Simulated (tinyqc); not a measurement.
Worked calculation: strain-driven roughening and islands of a mismatched epitaxial film. Computed by tinyqc, a small Python program that keeps every step. Command: `OMP_NUM_THREADS=1 python tinyqc.py 3009555 3009556 out.jsonl island walk`. One thread of a shared host (Intel(R) Xeon(R) Processor @ 2.30GHz), about 0.01 s of CPU time with the checks. Intermediate numbers are printed to about 5 digits and carried at full precision; extremes and crossings named in words are read from the listed rows.

Film and substrate share isotropic elastic constants; the film is coherent and biaxially strained.

Inputs (values chosen for the exercise, for a model film):

| quantity | value | unit |
|---|---|---|
| misfit \|f\| | 0.0272 | - |
| shear modulus G | 90.3 | GPa |
| Poisson ratio nu | 0.18 | - |
| surface energy gamma | 2.28 | J/m^2 |
| contact angle of the shallow shape theta_1 | 13 | degrees |
| contact angle of the steep shape theta_2 | 25.1 | degrees |
| facet energy of shape 1 over gamma | 1.006 | - |
| facet energy of shape 2 over gamma | 1.044 | - |
| wetting energy gamma_s - gamma | 0.14 | J/m^2 |
| decay length of wetting delta | 0.43 | nm |
| surface mobility D_s nu_s Omega^2/(k_B T) | 2e-33 | m^6/(J s) |
| initial ripple amplitude A0 | 0.26 | nm |
| ripple wavelength over the critical one | 2.3 | - |
| island volume V | 220000 | nm^3 |

Transport: surface diffusion.

Constants: e = 1.602176634e-19 C.

## Elastic energy of the flat film

M = 2 G (1 + nu)/(1 - nu); stress = M f; energy density w = M f^2.

biaxial modulus M = 259.89 GPa

stress = 7.0689 GPa

energy density w = 192.28 MJ/m^3

## Asaro-Tiller-Grinfeld instability

A ripple A cos(k x) has the surface chemical potential per volume [gamma k^2 - 2 (1 + nu) w k] A cos(k x), so k_c = 2 (1 + nu) w/gamma. With surface diffusion the amplitude grows at the rate q = B k^2 [2 (1 + nu) w k - gamma k^2], fastest at k_m = (3/4) k_c. B is the surface mobility.

k_c = 0.19902 1/nm

critical wavelength = 31.570 nm

fastest wavelength = 42.094 nm

growth time 1/q at k_m = 1.3253 s

A ripple of A0 needs about 2.8 s to reach a twentieth of its wavelength.

## A ripple of given wavelength

A ripple A cos(k x) has the surface chemical potential per volume [gamma k^2 - 2 (1 + nu) w k] A cos(k x), so k_c = 2 (1 + nu) w/gamma. With surface diffusion the amplitude grows at the rate q = B k^2 [2 (1 + nu) w k - gamma k^2], fastest at k_m = (3/4) k_c. B is the surface mobility. Stress at the trough = stress x (1 + 2 k A).

k = 0.086531 1/nm

rate q = 0.33235 1/s

q over the largest rate = 0.44046

stress concentration at A0 = 1.0450

The ripple grows.

## Wetting layer

The surface energy depends on thickness as gamma + (gamma_s - gamma) exp(-h/delta). Its curvature adds W2 = (gamma_s - gamma) exp(-h/delta)/delta^2 to the restoring terms; the flat film is stable while W2 > (1 + nu)^2 w^2/gamma, which gives h_c = delta ln[(gamma_s - gamma) gamma/(delta^2 (1 + nu)^2 w^2)], or 0 if negative.

wetting-layer thickness h_c = 1.5104 nm

Layer-by-layer growth up to h_c, then roughening: the Stranski-Krastanov mode.

## Island nucleation

Shallow faceted island (Tersoff form): E = 4 Gam V^(2/3) tan^(1/3)(theta) - 6 c V tan(theta), Gam = gamma [x/sin(theta) - 1/tan(theta)], x the facet energy over gamma, c = stress^2 (1 - nu)/(2 pi G). The barrier is the maximum of E, at V_c = [4 Gam/(9 c)]^3 / tan^2(theta) (1 GPa nm = 1 J/m^2).

c = 0.072220 GPa

Gam of shape 1 = 0.32059 J/m^2

critical volume, shape 1 = 144.08 nm^3

barrier, shape 1 = 44.980 eV

Gam of shape 2 = 0.74404 J/m^2

critical volume, shape 2 = 437.51 nm^3

barrier, shape 2 = 277.14 eV

The shallow shape has the lower barrier. Each barrier is a third of the surface term at V_c and scales as Gam^3/c^2, that is as f^(-4).

## Which shape at the volume V

The two energies cross at V_x^(1/3) = 4 [Gam_2 t2^(1/3) - Gam_1 t1^(1/3)]/(6 c (t2 - t1)), t = tan(theta); mu = dE/dV.

E of shape 1 = -1.1947e+05 eV

E of shape 2 = -2.2614e+05 eV

crossing volume V_x = 3249.4 nm^3

jump of mu at V_x, shape 2 less shape 1 = -34.314 MJ/m^3

At V the steep shape is lower. At V_x the chemical potential drops, so islands that have turned steep grow at the cost of the shallow ones. Caution: the shallow-slope form overstates the relaxation of facets steeper than about 25 degrees.

## Scaling with the misfit

A ripple A cos(k x) has the surface chemical potential per volume [gamma k^2 - 2 (1 + nu) w k] A cos(k x), so k_c = 2 (1 + nu) w/gamma. With surface diffusion the amplitude grows at the rate q = B k^2 [2 (1 + nu) w k - gamma k^2], fastest at k_m = (3/4) k_c. V_c = [4 Gam/(9 c)]^3/tan^2(theta), barrier = (4/3) Gam V_c^(2/3) tan^(1/3)(theta); the growth time is 1/q at k_m.

Misfit scaled at fixed constants:

| \|f\| (%) | fastest wavelength (nm) | growth time (s) | V_c of shape 1 (nm^3) | barrier of shape 1 (eV) |
|---|---|---|---|---|
| 0.680 | 673.50 | 8.6854e+04 | 5.9014e+05 | 1.1515e+04 |
| 0.952 | 343.62 | 5.8852e+03 | 7.8376e+04 | 2.9974e+03 |
| 1.360 | 168.38 | 3.3927e+02 | 9.2209e+03 | 7.1969e+02 |
| 1.904 | 85.91 | 2.2989e+01 | 1.2246e+03 | 1.8734e+02 |
| 2.720 | 42.09 | 1.3253e+00 | 1.4408e+02 | 4.4980e+01 |
| 3.808 | 21.48 | 8.9802e-02 | 1.9135e+01 | 1.1709e+01 |

Halving the misfit stretches the wavelength 4 times, the barrier 16 times, the volume 64 times and the time 256 times: f^(-2), f^(-4), f^(-6), f^(-8). Over these rows the time spans 6.0 decades: strongly mismatched films tend to roughen first, while dilute alloys have time to stay flat. Rows with wavelengths under 10 nm or volumes under 5 nm^3 are beyond the continuum picture.

Checks made by the program: k_m against a numerical maximum of the rate (relative difference 5e-10).
